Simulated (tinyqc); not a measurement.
Line constants from open and short measurements.

Problem. A uniform line of length len, under a quarter wavelength, has Z_open = Zc coth(gamma len) and Z_short = Zc tanh(gamma len); gamma Zc = r + i w l and gamma/Zc = g + i w c, w = 2 pi f. Find r, l and c.

Parameters, values chosen for the exercise:
- len = 1.7 mm (length)
- f = 0.68 GHz (frequency)

Zin with the far end open = 9.5572-1102.3714i ohm
Zin with the far end shorted = 28.700680+2.019012i ohm

Solution. The product of the two impedances is Zc^2 and their ratio tanh^2(gamma len); the principal branch holds below a quarter wavelength.

r = 16.9 ohm/mm
l = 0.312 nH/mm
c = 125 pF/m

tinyqc, about 0.01 s, one thread, Intel Xeon 2.30GHz (shared host): `OMP_NUM_THREADS=1 python tinyqc.py 2810141 2810142 out.jsonl`
